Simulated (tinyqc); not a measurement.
# Worked calculation: MOS capacitor on a p-type substrate, surface potential from the exact charge relation

Numbers from tinyqc (`OMP_NUM_THREADS=1 python tinyqc.py 2060016 2060017 out.jsonl`; about 0.01 s on one thread of a shared Intel Xeon 2.30GHz). Printed values are rounded.

Uniform p-type substrate, Boltzmann statistics, full ionisation, classical densities. psi is the surface potential against the body (positive when the bands bend down) and u = psi/Vt. Traps are spread evenly over the gap and neutral at flat band, so their charge is -q Dit psi; the minority quasi-Fermi level is shifted by Vb.

Values chosen for this exercise; band and dielectric values close to those of gallium arsenide:
- T = 400 K (temperature)
- Eg = 1.45 eV (band gap)
- eps_r = 12.7 (relative permittivity)
- Nc = 6.88e17 cm^-3 (conduction-band density of states at T)
- Nv = 1.37e19 cm^-3 (valence-band density of states at T)
- chi = 4.01 eV (electron affinity)
- N = 1.2e18 cm^-3 (acceptor density of the substrate)
- eox = 3.9 (relative permittivity of the gate insulator (close to silicon dioxide))
- tox = 8.1 nm (insulator thickness)
- phiM = 4.56 eV (gate work function)
- Nf = 8.2e10 cm^-2 (fixed charge at the interface, in units of q)
- Dit = 0 cm^-2 eV^-1 (density of interface traps)
- Vb = 0 V (reverse bias of the inversion layer against the body)
- Vg = 4.2 V (gate voltage against the body)

Constants: q = 1.602176634e-19 C, kB = 1.380649e-23 J/K, Vt = kB T/q, eps0 = 8.8541878128e-14 F/cm where lengths are in cm. Results are converted to the units shown.

Range of the model: At this gate voltage the surface density exceeds 0.3 of the band density of states, so degeneracy and confinement would lower the charge and capacitance.

## Flat band, threshold and scales

ni = sqrt(Nc Nv) exp(-Eg/(2 Vt)), Eg in volts; phiF = Vt ln(N/ni); Cox = eps0 eox/tox; Vfb = phiM - chi - (Eg - Vt ln(Nv/N)) - q Nf/Cox; Q0 = sqrt(2 eps0 eps_r q N Vt); r = (ni/N)^2 exp(-Vb/Vt); VT = Vfb + [(2 phiF + Vb)(1 + q Dit/Cox) + sqrt(2 eps0 eps_r q N (2 phiF + Vb))/Cox].

ni = 2.25194e9 cm^-3
phiF = 0.692620 V
Cox = 0.426313 uF/cm^2
Vfb = -0.846882 V
Q0 = 122.083 nC/cm^2
r = 3.52169e-18
VT = 2.35375 V

## Starting value

psi = Vg - Vfb (all of the voltage in the semiconductor).

psi at the start = 5.04688 V

## Iteration 1: Newton step for the surface potential

u = psi/Vt; F^2 = exp(-u) + u - 1 + r (exp(u) - u - 1); Qs = -sign(u) Q0 F; Cs = -dQs/dpsi = (Q0/Vt) |1 - exp(-u) + r (exp(u) - 1)|/(2 F). f = Vfb + psi + (q Dit psi - Qs)/Cox - Vg, f' = 1 + (Cs + q Dit)/Cox, psi(new) = psi - f/f'.

u = 146.417
F = 1.16770e23
Qs = -1.42556e25 nC/cm^2
Cs = 2.06787e23 uF/cm^2
f = 3.34393e22 V
f' = 4.85059e23
psi after iteration 1 = 4.97794 V

This iterate lies far beyond the solution, so its charge is not a physical one.

## Iteration 2: Newton step for the surface potential

As before.

u = 144.417
F = 4.29574e22
Qs = -5.24435e24 nC/cm^2
Cs = 7.60727e22 uF/cm^2
f = 1.23016e22 V
f' = 1.78443e23
psi after iteration 2 = 4.90900 V

This iterate lies far beyond the solution, so its charge is not a physical one.

## Iteration 3: Newton step for the surface potential

As before.

u = 142.417
F = 1.58031e22
Qs = -1.92929e24 nC/cm^2
Cs = 2.79856e22 uF/cm^2
f = 4.52552e21 V
f' = 6.56456e22
psi after iteration 3 = 4.84007 V

This iterate lies far beyond the solution, so its charge is not a physical one.

## Course of the Newton iteration

Stop when the step is below 1e-10 V, or after 60 iterations.

Course of the iteration:
```
iteration,psi before the step (V),f (V),step (V)
1,5.04688,3.34e22,-0.0689
2,4.97794,1.23e22,-0.0689
3,4.90900,4.53e21,-0.0689
4,4.84007,1.66e21,-0.0689
5,4.77113,6.12e20,-0.0689
6,4.70219,2.25e20,-0.0689
7,4.63325,8.29e19,-0.0689
8,4.56431,3.05e19,-0.0689
9,4.49537,1.12e19,-0.0689
...,...,...,...
48,1.80775,128,-0.0672
49,1.74053,46.3,-0.0644
50,1.67617,16.2,-0.0574
51,1.61873,5.26,-0.0435
52,1.57521,1.42,-0.0232
53,1.55202,0.242,-5.84e-3
54,1.54618,0.0121,-3.22e-4
55,1.54586,3.47e-5,-9.32e-7
56,1.54586,< 1e10,-7.77e-12
```

Converged in 56 iterations. In 48 iterations the step is within 3 % of 2 Vt = 68.9 mV: there Qs grows as exp(|u|/2), and a Newton step on such an exponential moves psi by 2 Vt whatever the distance left.

## Charges, field and capacitances at the solution

converged psi = 1.54586 V

u = psi/Vt; F^2 = exp(-u) + u - 1 + r (exp(u) - u - 1); Qs = -sign(u) Q0 F; Cs = -dQs/dpsi = (Q0/Vt) |1 - exp(-u) + r (exp(u) - 1)|/(2 F). Low frequency: 1/C_LF = 1/Cox + 1/(Cs + q Dit). High frequency, in the simple estimate in which traps and minority carriers do not follow: 1/C_HF = 1/Cox + 1/Cd, Cd being Cs with r = 0 at the same psi. Minority sheet density N_inv = (Q0/(2 q)) int_0^u r (exp(t) - 1)/F(t) dt for u > 0. Oxide field |Qs - q Dit psi + q Nf|/(eps0 eox).

Qs = -1492.53 nC/cm^2
N_inv = 4.31224e12 cm^-2
oxide field = 4.28420 MV/cm
Cs = 15.4436 uF/cm^2
C_LF/Cox = 0.973137
C_HF/Cox = 0.385493

The surface is in strong inversion (borders at |psi| = 0, phiF + Vb and 2 phiF + Vb = 1.39 V). Minority carriers make up 46.3 % of Qs.
